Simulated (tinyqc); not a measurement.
Inside a calculation. Method: CIS on RHF in the sto-3g basis, for H3+, spin multiplicity 1. One step of it, computed by the program tinyqc.

Task: Iteration 1: building the Fock matrix. J_ij = sum D_kl (ij|kl), K_ij = sum D_kl (ik|jl); F = H + J - 0.5 K; E = tr D H + tr D J / 2 - 0.25 tr D K + E_nn.

D at the start, lower triangle:
```
          1H 1s     2H 1s     3H 1s
1H 1s  0.724957
2H 1s  0.399239  0.219864
3H 1s  0.399239  0.219864  0.219864
```

core Hamiltonian H = T + V (hartree), lower triangle:
```
           1H 1s      2H 1s      3H 1s
1H 1s  -1.484381
2H 1s  -0.848946  -1.237620
3H 1s  -0.848946  -0.219163  -1.237620
```

Two-electron integrals (ij|kl) in chemists' order, unique and non-zero (hartree):
```
(11|11) 0.774606   (21|11) 0.305169   (21|21) 0.154171   (22|11) 0.475119
(22|21) 0.305169   (22|22) 0.774606   (31|11) 0.305169   (31|21) 0.112171
(31|22) 0.170311   (31|31) 0.154171   (32|11) 0.068433   (32|21) 0.030180
(32|22) 0.053966   (32|31) 0.030180   (32|32) 0.006887   (33|11) 0.475119
(33|21) 0.170311   (33|22) 0.261400   (33|31) 0.305169   (33|32) 0.053966
(33|33) 0.774606
```

nuclear repulsion = 1.31114274 hartree

Give: Coulomb J; exchange K; Fock matrix F; total energy of this density.

Result:

Coulomb J (hartree), lower triangle:
```
        1H 1s   2H 1s   3H 1s
1H 1s  1.2879
2H 1s  0.5517  0.9756
3H 1s  0.5517  0.1246  0.9756
```

exchange K (hartree), lower triangle:
```
        1H 1s   2H 1s   3H 1s
1H 1s  1.1660
2H 1s  0.6624  0.5751
3H 1s  0.6624  0.3241  0.5751
```

Fock matrix F (hartree), lower triangle:
```
         1H 1s    2H 1s    3H 1s
1H 1s  -0.7795
2H 1s  -0.6284  -0.5496
3H 1s  -0.6284  -0.2567  -0.5496
```

total energy of this density = -1.186657 hartree
